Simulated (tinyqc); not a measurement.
Tilting alike or in alternation: buckled dimers of a reconstructed (001) surface, two dangling bonds a dimer.

In a dimer one atom moves up by z and the other down by z; the dangling bond of the up atom (more s-like) falls by gm z and that of the down atom rises by gm z. With all dimers tilted alike: H(k) = [[-gm z - 2 ta cos k, -tp - 2 tx cos k], [., gm z - 2 ta cos k]], k along the row in 1/a. Two electrons a dimer fill the lowest N of the 2N levels on the mesh k_j = (j + 1/2) pi/N. Total energy a dimer: W(z) = (2/N) sum of the filled levels + kf z^2. Repulsion between electrons is left out.

Parameters, chosen for this exercise (of the size met on Si(001); not measured data): tp = 0.4 eV (pi coupling inside a dimer); ta = 0.06 eV (coupling between like atoms along the row); tx = 0.02 eV (diagonal coupling along the row); gm = 2.23 eV/angstrom (shift of a dangling bond with height); kf = 9 eV/angstrom^2 (force constant of buckling); N = 12 (k points).

Alternation doubles the cell: sites L1, R1, L2, R2 with levels -gm z, +gm z, +gm z, -gm z, -tp inside a dimer, -2 ta cos k between L1-L2 and R1-R2, -2 tx cos k between L1-R2 and R1-L2, on k_j = (j + 1/2) pi/(2N); the lowest half of the levels is filled. Energies a dimer; gaps on these meshes.

Two patterns:

| z (angstrom) | W alike (eV) | W alternating (eV) | difference (meV) | gap alike (eV) | gap alternating (eV) |
|---|---|---|---|---|---|
| 0.05 | -0.8081 | -0.8093 | -1.2 | 0.5928 | 0.6032 |
| 0.10 | -0.8263 | -0.8298 | -3.5 | 0.6788 | 0.7163 |
| 0.15 | -0.8410 | -0.8462 | -5.2 | 0.8062 | 0.8728 |
| 0.20 | -0.8389 | -0.8449 | -6.0 | 0.9617 | 1.0535 |
| 0.40 | -0.5158 | -0.5213 | -5.4 | 1.7186 | 1.8694 |
| 0.50 | -0.1198 | -0.1245 | -4.8 | 2.1324 | 2.2943 |

Give the missing row, z (angstrom) = 0.30.

Computed row:
```
z (angstrom)  W alike (eV)  W alternating (eV)  difference (meV)  gap alike (eV)  gap alternating (eV)
0.30               -0.7497             -0.7557              -6.1          1.3225                1.4507
```

The lowest W listed is -0.8410 eV for like tilts and -0.8462 eV for alternation; the difference at equal z runs from -6.1 to -1.2 meV. With alternation ta joins filled up atoms to empty down atoms and gains energy in second order, about 2 ta^2/(gm z) a dimer at large z, while tx does so for like tilts; here ta = 0.06 and tx = 0.02 eV. At z = 0.3 the gap is 1.322 eV alike and 1.451 eV alternating.

Program tinyqc; command `OMP_NUM_THREADS=1 python tinyqc.py 1450442 1450443 out.jsonl`; about 0.05 s on one thread of a shared Intel(R) Xeon(R) Processor @ 2.30GHz.
